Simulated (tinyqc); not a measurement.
Voltage drop against the pad pitch.

A grid of 13 by 13 nodes with segments Rx (rows) and Ry (columns); every node draws I1 and the central node kh I1; pads with resistance Rp sit at the nodes whose row and column are multiples of the pitch, counting from 0. The drops u = Vdd - V follow from G u = i, with G the conductance matrix and i the load currents, solved directly.

Parameters, values chosen for the exercise:

| symbol | value | unit | meaning |
|---|---|---|---|
| Vdd | 0.65 | V | supply voltage |
| Rx | 0.58 | ohm | resistance of a horizontal segment |
| Ry | 0.23 | ohm | resistance of a vertical segment |
| Rp | 0.59 | ohm | resistance from a pad node to the supply |
| kh | 8 |  | factor on the load at the hot node |
| I1 | 0.48 | mA | load current of a node in the large grid |

Voltage drop against the pad pitch:
columns A: pitch (nodes); B: pads; C: worst drop (mV); D: mean drop (mV); E: largest drop at a pad (mV); F: largest pad current (mA); G: worst drop over Vdd (%)
```
A     B       C       D       E      F        G
1   169  0.6381  0.2949  0.6381  1.082  0.09818
2    49   1.521   1.138   1.521  2.578   0.2340
3    25   2.807   2.368   2.697  4.571   0.4319
4    16   5.011   3.913   3.613  6.124   0.7709
6     9   8.189   7.468   7.092  12.02    1.260
12    4   23.25   20.58   12.46  21.12    3.577
```

The worst drop goes from 0.638 to 23.3 mV while the number of pads falls from 169 to 4; between the last two rows it goes as pitch^(1.51). The largest drop at a pad is 100 % of the worst drop in the first row and 53.6 % in the last; the rest falls along the wires.

Numbers from tinyqc (`OMP_NUM_THREADS=1 python tinyqc.py 2770185 2770186 out.jsonl`; about 0.08 s on one thread of a shared Intel Xeon 2.30GHz).
